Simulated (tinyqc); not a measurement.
What each setting does: recursion (Haydock) method for the local density of states: surface site of a square lattice.

One orbital a site at energy 0, hopping -t to the 4 nearest neighbours of a square lattice; the start u0 is a site in the outermost layer of a half crystal, with energy V. Recursion: a_n = <u_n|H|u_n>, b_(n+1) u_(n+1) = (H - a_n) u_n - b_n u_(n-1), b > 0. G(z) = 1/(z - a0 - b1^2/(z - a1 - b2^2/(...))), z = E + i eta. After n levels the tail is b_n^2 T with the square-root terminator T = (z - sqrt(z - 2b) sqrt(z + 2b))/(2 b^2), b = 2t so that the band edges lie at -/+ 4t.

Parameters, chosen for this exercise: t = 1.49 eV (hopping); V = 0 eV (shift of the starting site); n = 4 (levels kept); E = -0.95 eV (energy); eta = 0.074 eV (broadening).

G at z = E + i eta with n levels and terminator.

One parameter was then changed.

Results before and after:
```
case,Re G (1/eV),density (1/eV)
base,-0.0908,0.1279
changed,-0.1550,0.1129
```

Which of these changes was made? (a) E = -0.65 eV; (b) V = 0.5 eV; (c) eta = 0.148 eV; (d) n = 5; (e) t = 1.639 eV.

Answer: (b) V = 0.5 eV. Of the candidates, run in turn, only this one gives the changed row.

All candidates:
```
case,Re G (1/eV),density (1/eV)
base,-0.0908,0.1279
t = 1.639 eV,-0.0751,0.1171
V = 0.5 eV,-0.1550,0.1129
n = 5,-0.0983,0.1270
E = -0.65 eV,-0.0619,0.1299
eta = 0.148 eV,-0.0888,0.1257
```

tinyqc: `OMP_NUM_THREADS=1 python tinyqc.py 1452281 1452282 out.jsonl`; about 0.01 s, one thread, shared Intel(R) Xeon(R) Processor @ 2.30GHz.
